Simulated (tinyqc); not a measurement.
Rutherford backscattering from a thin compound film on silicon: kinematics, yields, composition and thickness: one step, computed by the program tinyqc.

Singly charged helium ions (Z1 = 2, M1 = 4.0026 u) enter at the tilt angle a1 to the normal and leave at a2 = |180 - theta - tilt| in the same plane. The film is A B_x.

Question. Yields. Rutherford cross section in the laboratory frame: sigma = (Z1 Z e^2/(4 pi eps_0 4E))^2 (4/sin^4 theta) (r + cos theta)^2/r, r = sqrt(1 - (M1 sin theta/M)^2), times the screening factor 1 - 0.049 Z1 Z^(4/3)/E (E in keV); 1 angstrom^2 = 1e8 barn. Counts = (charge/e) x solid angle x sigma(E_mean) x areal density of the element/cos a1, E_mean = E0 - half the energy lost on the way in; 1 barn = 1e-24 cm^2. The ratio of areas returns x = (Y_B/Y_A)(sigma_A/sigma_B), with the counting error sqrt(1/Y_A + 1/Y_B).

Inputs (values chosen for the exercise, modelled on a helium beam on SiGe): beam energy E0 = 2.3 MeV; scattering angle theta = 170 degrees; tilt of the sample = 0 degrees; heavy element: Z_A = 32; heavy element: mass M_A = 72.6 u; light element: Z_B = 14; light element: mass M_B = 28.09 u; atoms of B per atom of A, x = 2.85; collected charge = 19 microcoulomb; detector solid angle = 4.9 msr.

energy lost on the way in = 1.780447 keV

areal density N d = 34.529 1e15 atoms/cm^2

Constants: e^2/(4 pi eps_0) = 14.39964548 eV angstrom; e = 1.602176634e-19 C.

Give: cross sections; counts; ratio of areas Y_B/Y_A; counting error of x without background.

Answer.

cross sections (barn/sr): A 1.009, B 0.187

counts: A 5259, B 2780

ratio of areas Y_B/Y_A = 0.5286

counting error of x without background = 2.345 %

The cross sections differ by 5.4, near (Z_A/Z_B)^2 = 5.2. The silicon signal of the film runs into that of the substrate and appears as a step, not a peak. Caution: the silicon signal of the film merges with that of the substrate, so only the width of A can be read directly. Caution: film and substrate silicon overlap, so Y_B must be separated by a fit.
